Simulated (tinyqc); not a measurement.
Collinear exchange A + BC -> AB + C on a London-Eyring-Polanyi-Sato surface: saddle, string of images and rate: one step, computed by the program tinyqc. Command: `OMP_NUM_THREADS=1 python tinyqc.py 3111282 3111283 out.jsonl leps walk`. One thread of a shared host (Intel(R) Xeon(R) Processor @ 2.30GHz), about 0.05 s of CPU time with the checks.

x = r(AB), y = r(BC), r(AC) = x + y. V is counted from separated atoms, the barrier from A + BC, that is V + D(BC).

Question. Frequencies at the saddle. Wilson matrix G = [[1/m_A + 1/m_B, -1/m_B], [-1/m_B, 1/m_B + 1/m_C]]; eigenvalues lambda of G H give nu = 15.6333042 THz x sqrt(|lambda|), the negative one being imaginary. Reactant: nu_BC from k = 2 D beta^2 and 1/m_B + 1/m_C. Skew angle: cos = sqrt(m_A m_C/((m_A + m_B)(m_B + m_C))).

Inputs (values chosen for the exercise, bond data loosely for abstraction of hydrogen from a Ge-H bond by a hydrogen atom; the barrier is not fitted):

| quantity | value | unit |
|---|---|---|
| D(BC) | 3.76 | eV |
| beta(BC) | 1.45 | 1/angstrom |
| mass of A | 1.008 | u |
| mass of B | 1.008 | u |
| mass of C | 72.6 | u |

Hessian (eV/angstrom^2):
```
           x         y
x  -1.386973  4.354661
y   4.354661  9.398211
```

Constants: nu for 1 eV/(angstrom^2 u) = 15.6333042 THz.

Give: imaginary frequency; real frequency at the saddle; nu_BC; skew angle.

Answer.

imaginary frequency = 40.59 THz

real frequency at the saddle = 34.26 THz

nu_BC = 62.34 THz

skew angle = 45.39 degrees
